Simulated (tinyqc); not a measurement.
What each parameter does: shallow donor in an anisotropic valley (effective-mass theory).

One valley: H = -c [(d2/dx2 + d2/dy2)/mt + (d2/dz2)/ml] - q/(eps r), c = hbar^2/2m0, q = e^2/(4 pi eps0). Trial function exp(-sqrt((x^2 + y^2)/a^2 + z^2/b^2)) with a > b: T = (c/3)(2/(mt a^2) + 1/(ml b^2)), V = -(q/eps) atan(u/b)/u, u = sqrt(a^2 - b^2). The central cell of the impurity is left out.

Constants: hbar^2/2m0 = 3.80998211 eV angstrom^2; e^2/(4 pi eps0) = 14.39964547 eV angstrom.

Inputs chosen for the exercise (out of a larger set: near those of 3C SiC; not measured data):
- ml = 0.666 m0 (longitudinal mass)
- mt = 0.249 m0 (transverse mass)
- eps = 9.4 (dielectric constant)

The minimum of the trial energy. Each row changes one parameter from the base and keeps the others.

Results:
```
case           E (meV)  a (angstrom)  b (angstrom)    b/a
base            -51.64         16.48         11.63  0.706
ml = 0.533 m0   -48.53         17.16         13.10  0.763
mt = 0.224 m0   -47.80         17.99         12.23  0.680
eps = 8.5       -63.16         14.90         10.52  0.706
```

The largest shifts from the base row, up to three for each result and ties (the steps differ in size, so this ranks the rows, not the parameters). E (meV): eps -11.52, mt +3.84, ml +3.12. a (angstrom): eps -1.58, mt +1.50, ml +0.68. b (angstrom): ml +1.47, eps -1.11, mt +0.60. b/a: ml +0.058, mt -0.026; unchanged at the printed digits by eps. eps only rescales the solution (E as 1/eps^2, lengths as eps), so b/a depends on ml/mt alone.

tinyqc: `OMP_NUM_THREADS=1 python tinyqc.py 1251609 1251610 out.jsonl`; about 0.01 s, one thread, shared Intel(R) Xeon(R) Processor @ 2.30GHz.
